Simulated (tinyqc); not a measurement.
Inputs raised by 10 %, one at a time: velocity overshoot from momentum and energy balance equations after a field step. Computed by tinyqc, a small Python program. Command: `OMP_NUM_THREADS=1 python tinyqc.py 3020482 3020483 out.jsonl overshoot sens`. One thread of a shared host (Intel(R) Xeon(R) Processor @ 2.30GHz), about 0.05 s of CPU time with the checks.

At t = 0 the field jumps from 0 to F in a uniform sample. v is the drift velocity and u = w - (3/2) k_B T the excess energy per carrier.

Inputs (values chosen for the exercise, modelled on electrons in GaN except for tau_E):
```
quantity,value,unit
effective mass m,0.19,m_0
low-field mobility mu_0,1300,cm^2/(V s)
saturation velocity v_s,1.9,1e7 cm/s
energy relaxation time tau_E,0.54,ps
field after the step F,14,kV/cm
lattice temperature T,300,K
time step dt,4.7,fs
```

Scheme: explicit Euler.

Constants: m_0 = 9.1093837015e-31 kg; e = 1.602176634e-19 C; k_B = 8.617333262e-05 eV/K.

Method:
- dv/dt = e F/m - v/tau_m(u), du/dt = e F v - u/tau_E, tau_m(u) = tau_0/(1 + c u), tau_0 = m mu_0/e, c = mu_0/(e tau_E v_s^2); this choice gives the steady state v (1 + mu_0 F v/v_s^2) = mu_0 F, which saturates at v_s. Steady velocity v = 2 mu_0 F/(1 + sqrt(1 + 4 (mu_0 F/v_s)^2)); u = e F v tau_E; carrier temperature T + 2u/(3 k_B), neglecting the drift energy m v^2/2.
- Step: v_new = v + dt (e F/m - v/tau_m(u)), u_new = u + dt (e F v - u/tau_E). Start v = u = 0; the distance adds dt (v + v_new)/2.
- Run to 8 times the larger of tau_E and tau_0, but at most 20001 steps, and stop early if |v| > 1000 v_s or u < -1/(2c); the run is accepted if the last v is within 0.5 % of the steady value.

Runs:
```
input moved,from,to,peak velocity (1e7 cm/s),peak over steady velocity,steady velocity (1e7 cm/s),steady carrier temperature (K)
base run,-,-,1.4498,1.2590,1.1515,973.5
effective mass m (m_0),0.19,0.209,1.4352,1.2464,1.1515,973.5
low-field mobility mu_0 (cm^2/(V s)),1300,1430,1.5401,1.2819,1.2015,1002.7
saturation velocity v_s (1e7 cm/s),1.9,2.09,1.4826,1.2253,1.2100,1007.7
energy relaxation time tau_E (ps),0.54,0.594,1.4636,1.2710,1.1515,1040.8
field after the step F (kV/cm),14,15.4,1.5570,1.2959,1.2015,1073.0
```

Exponents ln(y'/y) / ln(x'/x):
```
input,peak velocity,peak over steady velocity,steady velocity,steady carrier temperature
effective mass m,-0.106,-0.106,0.000,0.000
low-field mobility mu_0,0.634,0.189,0.446,0.310
saturation velocity v_s,0.235,-0.285,0.520,0.362
energy relaxation time tau_E,0.100,0.100,0.000,0.702
field after the step F,0.749,0.303,0.446,1.021
```

Among the inputs moved here: peak velocity answers most in size to field after the step F (exponent +0.749), next to low-field mobility mu_0 (+0.634). Peak over steady velocity answers most in size to field after the step F (exponent +0.303), next to saturation velocity v_s (-0.285). Steady velocity answers most in size to saturation velocity v_s (exponent +0.520), next to low-field mobility mu_0 (+0.446); its exponent is below 0.0005 for effective mass m, energy relaxation time tau_E. Its exponent 0.000 in energy relaxation time tau_E: c is tied to tau_E so that the steady curve is fixed. Steady carrier temperature answers most in size to field after the step F (exponent +1.021), next to energy relaxation time tau_E (+0.702); its exponent is below 0.0005 for effective mass m.

Extremes, crossings and ranges named in words are read from the listed rows.
